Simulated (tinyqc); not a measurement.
Junctionless gate-all-around wire, depletion approximation: effect of the wire radius on the threshold.

A uniformly doped n-type wire of radius R under a surrounding gate; long channel. Below flat band a shell from radius rc to R is fully depleted and the neutral core, at channel potential V (0 at the source, Vd at the drain), carries the current with constant mobility; s = (rc/R)^2 is the share of the cross-section that conducts. The edge of the depleted shell is taken as abrupt, so there is no subthreshold current.

Cox = eps0 eox/(R ln(1 + tox/R)); A = q Nd R^2/(4 eps0 eps_r); B = q Nd R/(2 Cox); VT = Vfb - A - B. The flat-band conductance is G0 = q mu Nd pi R^2/L.

Values chosen for this exercise; material values close to those of silicon:

| symbol | value | unit | meaning |
|---|---|---|---|
| eps_r | 11.9 |  | relative permittivity of the semiconductor |
| eox | 22 |  | relative permittivity of the gate insulator |
| tox | 12 | nm | insulator thickness |
| Nd | 1.2e18 | cm^-3 | donor density |
| Vfb | 0.6 | V | flat-band voltage |
| mu | 98 | cm^2/(V s) | effective mobility in the wire |
| L | 0.5 | um | gate length |

Constants: q = 1.602176634e-19 C, eps0 = 8.8541878128e-14 F/cm where lengths are in cm. Results are converted to the units shown.

Effect of the wire radius on the threshold:

| R (nm) | Cox (uF/cm^2) | A (V) | B (V) | VT (V) | G0 (uS) |
|---|---|---|---|---|---|
| 6.7 | 2.8325 | 0.020478 | 0.022739 | 0.55678 | 0.53143 |
| 9 | 2.5544 | 0.036951 | 0.033870 | 0.52918 | 0.95892 |
| 12 | 2.3419 | 0.065690 | 0.049258 | 0.48505 | 1.7047 |
| 16 | 2.1755 | 0.11678 | 0.070700 | 0.41252 | 3.0307 |
| 22 | 2.0340 | 0.22079 | 0.10398 | 0.27523 | 5.7298 |
| 30 | 1.9297 | 0.41056 | 0.14945 | 0.039993 | 10.655 |
| 40 | 1.8561 | 0.72989 | 0.20716 | -0.33705 | 18.942 |

As R goes from 6.7 to 40 nm, VT falls from 0.557 to -0.337 V and G0 rises from 0.531 to 18.9 uS. A + B goes on average as R^(1.72). The device is normally off (VT > 0) in 6 of the 7 rows. More conductance costs threshold voltage: the same dopants that conduct must be depleted. At R = 6.7 nm the radius is under two Debye lengths (at 300 K), so the depletion picture is rough.

Numbers from tinyqc (`OMP_NUM_THREADS=1 python tinyqc.py 2460157 2460158 out.jsonl`; about 0.01 s on one thread of a shared Intel Xeon 2.30GHz).
